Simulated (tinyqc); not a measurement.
Sublattice potential against complex hopping: Haldane model. Computed by the program tinyqc. H_AA = delta - 2 t2 sum cos(k.b + phi), H_BB = -delta - 2 t2 sum cos(k.b - phi), H_AB = -t1 (1 + exp(-i k.a1) + exp(-i k.a2)), b = a1, a2 - a1, -a2, m = 3 sqrt3 t2 sin(phi); the sign of the Chern number follows the orientation k1 then k2.

Honeycomb lattice:
```
parameter     value
t1 (eV)    2.700000
t2 (eV)    0.380000
phi (rad)  1.100000
```

Gaps at the two valleys (eV) and Chern number of the lower band (12 x 12 mesh):
```
delta    gap 2|delta - m|  gap 2|delta + m|  Chern number
-3.1670            9.8534            2.8146             0
-2.2880            8.0954            1.0566             0
-1.0560            5.6314            1.4074            -1
0.0000             3.5194            3.5194            -1
0.7040             2.1114            4.9274            -1
1.3200             0.8794            6.1594            -1
2.2000             0.8806            7.9194             0
3.5190             3.5186           10.5574             0
```

What does the comparison show, and why?

Here |m| = 1.7597 eV. For |delta| < |m| the two valleys have masses of opposite sign and the Chern number is +/-1; one gap closes at |delta| = |m|, and beyond it the band is trivial.
